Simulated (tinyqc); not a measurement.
Worked calculation: ROHF in the sto-6g basis, for H4+, spin multiplicity 2. One step of it, computed by the program tinyqc.

Task: Iteration 2: diagonalisation and new density. Diagonalise F' = X^T F X, C = X C', fill 2 alpha and 1 beta electrons from the bottom; D(s) = C_occ C_occ^T. Each column has its largest component positive (the first on a tie).

effective F (hartree), lower triangle:
```
           1H 1s      2H 1s      3H 1s      4H 1s
1H 1s  -0.418248
2H 1s  -0.307213  -0.418248
3H 1s  -0.136219  -0.085272  -0.418248
4H 1s  -0.085272  -0.136219  -0.307213  -0.418248
```

X, lower triangle:
```
           1H 1s      2H 1s      3H 1s     4H 1s
1H 1s   1.022520
2H 1s  -0.111533   1.022520
3H 1s  -0.051083  -0.004452   1.022520
4H 1s  -0.004452  -0.051083  -0.111533  1.022520
```

Give: F' = X^T F X; orbital energies; coefficients C; D(alpha) after iteration 2; D(beta) after iteration 2.

Result:

F' = X^T F X (hartree), lower triangle:
```
         1        2        3        4
1  -0.3598
2  -0.2221  -0.3598
3  -0.0825  -0.0286  -0.3598
4  -0.0286  -0.0825  -0.2221  -0.3598
```

orbital energies (hartree): MO1 -0.6930, MO2 -0.4708, MO3 -0.1915, MO4 -0.0838

coefficients C:
```
          MO1      MO2      MO3      MO4
1H 1s  0.4277   0.4833   0.5437   0.5903
2H 1s  0.4277   0.4833  -0.5437  -0.5903
3H 1s  0.4277  -0.4833   0.5437  -0.5903
4H 1s  0.4277  -0.4833  -0.5437   0.5903
```

D(alpha) after iteration 2, lower triangle:
```
         1H 1s    2H 1s   3H 1s   4H 1s
1H 1s   0.4165
2H 1s   0.4165   0.4165
3H 1s  -0.0506  -0.0506  0.4165
4H 1s  -0.0506  -0.0506  0.4165  0.4165
```

D(beta) after iteration 2, lower triangle:
```
        1H 1s   2H 1s   3H 1s   4H 1s
1H 1s  0.1829
2H 1s  0.1829  0.1829
3H 1s  0.1829  0.1829  0.1829
4H 1s  0.1829  0.1829  0.1829  0.1829
```
